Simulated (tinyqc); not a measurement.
What moves the results: band offset of a heterojunction with an interface dipole (two-band chains, self-consistent charge). A value that a table varies takes the place of the one given here.

Sites alternate A, C. Left: A at -G1/2, C at +G1/2, hopping -t1; right: A at D - G2/2, C at D + G2/2, hopping -t2; the bonds across the two interfaces of a ring (C left to A right, C right to A left) have -sqrt(t1 t2). D is the offset of the mid-gaps, so Ev(right) - Ev(left) = D - (G2 - G1)/2 and Ec(right) - Ec(left) = D + (G2 - G1)/2. The closing bond has its sign reversed (antiperiodic ring). Half the levels are filled with two electrons each. The charge moved is q = (electrons on the left) less one a site; the mean over the two interfaces, q/2, is taken as the charge that crosses each, and its dipole opposes the offset: D = D0 - u q/2.

From here on the ring has 24 cells a side.

Values chosen for the exercise (gaps near those of InGaAs and InP; the chains and D0 are free models, so the offsets are not those of the real pair; not measured data): G1 = 0.78 eV (gap on the left); G2 = 1.41 eV (gap on the right); t1 = 1.62 eV (hopping on the left); t2 = 2.04 eV (hopping on the right); u = 4.7 eV (potential step per electron moved across); D0 = 0.63 eV (mid-gap of the right side above that of the left, without dipole).

## Where the moved charge sits

D = 0.29027 eV

Electrons in cell k from an interface at the self-consistent D, less those at D = 0. Interface 1 joins C left to A right, interface 2 C right to A left. The decay lengths 1/(2 kappa a) are those of mid-gap states, cosh(kappa a) = 1 + G^2/(8 t^2).

Change of the electron count:

| k | left of 1 | right of 1 | left of 2 | right of 2 |
|---|---|---|---|---|
| 1 | 0.03965 | -0.04426 | 0.03310 | -0.03751 |
| 2 | 0.01760 | -0.01831 | 0.01475 | -0.01524 |
| 3 | 0.00929 | -0.00840 | 0.00786 | -0.00697 |
| 4 | 0.00513 | -0.00395 | 0.00437 | -0.00327 |
| 5 | 0.00290 | -0.00188 | 0.00248 | -0.00156 |
| 6 | 0.00166 | -0.00090 | 0.00143 | -0.00075 |

decay lengths (cells): left 2.082, right 1.454

What does this show, and why?

Over six cells interface 1 moves +0.0762 electrons to the left side and -0.0777 to the right, interface 2 +0.0640 and -0.0653: each change is a dipole, and the two differ because the bonds join different sites. The first cells hold 55 % of it at interface 1. The tail is longer on the left, where the gap is smaller against the hopping: from k = 2 to 4 it falls by a factor 3.43, and pure mid-gap decay would give 2.61; the exponential carries a prefactor that falls as a power of the distance, so the first cells drop faster.

## Screening of the starting offset

chi = 0.491789 1/eV

D0 is varied; the self-consistent D is found by bisection. chi = dq/dD at D = 0; the linear rule is D = S D0 with S = 1/(1 + u chi/2). The gap of the junction closes (type III) at |D| = (G1 + G2)/2.

Against D0:

| 2 D0/(G1 + G2) | D0 (eV) | q at D0 | D (eV) | D/D0 | linear (eV) |
|---|---|---|---|---|---|
| -0.85 | -0.931 | -0.5329 | -0.4254 | 0.4571 | -0.4318 |
| -0.55 | -0.602 | -0.3134 | -0.2776 | 0.4610 | -0.2794 |
| -0.30 | -0.329 | -0.1642 | -0.1521 | 0.4630 | -0.1524 |
| -0.15 | -0.164 | -0.0811 | -0.0762 | 0.4637 | -0.0762 |
| 0.10 | 0.110 | 0.0539 | 0.0508 | 0.4638 | 0.0508 |
| 0.25 | 0.274 | 0.1361 | 0.1268 | 0.4633 | 0.1270 |
| 0.50 | 0.547 | 0.2820 | 0.2527 | 0.4615 | 0.2540 |
| 0.80 | 0.876 | 0.4907 | 0.4011 | 0.4578 | 0.4064 |
| 0.95 | 1.040 | 0.6333 | 0.4737 | 0.4554 | 0.4826 |

What does this show?

D/D0 lies between 0.455 and 0.464, against S = 0.464 from chi at D = 0; the linear rule misses by at most 9 meV. q is odd in D. About half of the starting offset survives.

## Wider gaps screen less

G2 is varied. chi = (q(+0.01) - q(-0.01))/0.02 at D = 0, S = 1/(1 + u chi/2).

Against G2:

| G2 (eV) | chi (1/eV) | S |
|---|---|---|
| 0.7 | 0.71873 | 0.3719 |
| 1.1 | 0.56993 | 0.4275 |
| 1.5 | 0.47286 | 0.4737 |
| 2.3 | 0.34918 | 0.5493 |
| 3.4 | 0.24841 | 0.6314 |
| 5.5 | 0.14422 | 0.7469 |
| 7.0 | 0.10233 | 0.8061 |
| 9.0 | 0.06741 | 0.8632 |

What can be read from the table?

chi falls from 0.7187 to 0.0674 1/eV, a factor 10.7, and S rises from 0.372 to 0.863: charge crosses through the tails of states that tunnel into the other gap, and these shorten as the gap widens. u is kept fixed, though a wider gap also screens less and would raise it.

## What each parameter does

Self-consistent D by bisection, q there, and the two offsets. Each row changes one parameter from the base and keeps the others.

Results:

| case | D (eV) | q | valence offset (eV) | conduction offset (eV) |
|---|---|---|---|---|
| base | 0.2903 | 0.1446 | -0.0247 | 0.6053 |
| G1 = 0.897 eV | 0.2989 | 0.1409 | 0.0424 | 0.5554 |
| G2 = 1.621 eV | 0.3044 | 0.1385 | -0.1161 | 0.7249 |
| t1 = 1.863 eV | 0.2902 | 0.1446 | -0.0248 | 0.6052 |
| t2 = 2.346 eV | 0.2906 | 0.1444 | -0.0244 | 0.6056 |
| D0 = 0.724 eV | 0.3329 | 0.1664 | 0.0179 | 0.6479 |
| u = 5.405 eV | 0.2688 | 0.1336 | -0.0462 | 0.5838 |

How do the results move?

The largest shifts from the base row, up to three for each result and ties (the steps differ in size, so this ranks the rows, not the parameters). D (eV): D0 +0.0426, u -0.0214, G2 +0.0142. q: D0 +0.0219, u -0.0109, G2 -0.0060; unchanged at the printed digits by t1. valence offset (eV): G2 -0.0913, G1 +0.0671, D0 +0.0426. conduction offset (eV): G2 +0.1197, G1 -0.0499, D0 +0.0426.

Computed by tinyqc, a small Python program: `OMP_NUM_THREADS=1 python tinyqc.py 1452767 1452768 out.jsonl` (the numbers bound the seed that draws the inputs); one thread of a shared host (Intel(R) Xeon(R) Processor @ 2.30GHz), about 0.3 s for the whole set of steps.
